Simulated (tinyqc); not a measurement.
Inside a calculation. Method: plane-wave Kohn-Sham cycle with exchange-only LDA in a layered model solid. One step of it, computed by the program tinyqc.

Task: Iteration 1: Hamiltonian at one k. H(m,m') = (k + G_m)^2/2 delta + V(G_m - G_m'), with V(-G) = V(G).

A solid whose potential varies along x alone (atomic units):
```
parameter                      value
period a                   12.000000
cross-section of the cell  30.000000
electrons per cell                 2
grid points                       16
plane waves -n..n, n               2
k points                           1
V1 in V1 cos(2 pi x/a)     -0.770000
V2 in V2 cos(4 pi x/a)     -0.080000
```

V(G_m), m = 0, 1, 2, ... (hartree): -0.174408  -0.385000  -0.040000  0.000000  0.000000

k = 0.000000 2 pi / a

Give: H.

Result:

H (hartree):
```
         -2       -1       +0       +1       +2
-2   0.3739  -0.3850  -0.0400   0.0000   0.0000
-1  -0.3850  -0.0373  -0.3850  -0.0400   0.0000
+0  -0.0400  -0.3850  -0.1744  -0.3850  -0.0400
+1   0.0000  -0.0400  -0.3850  -0.0373  -0.3850
+2   0.0000   0.0000  -0.0400  -0.3850   0.3739
```
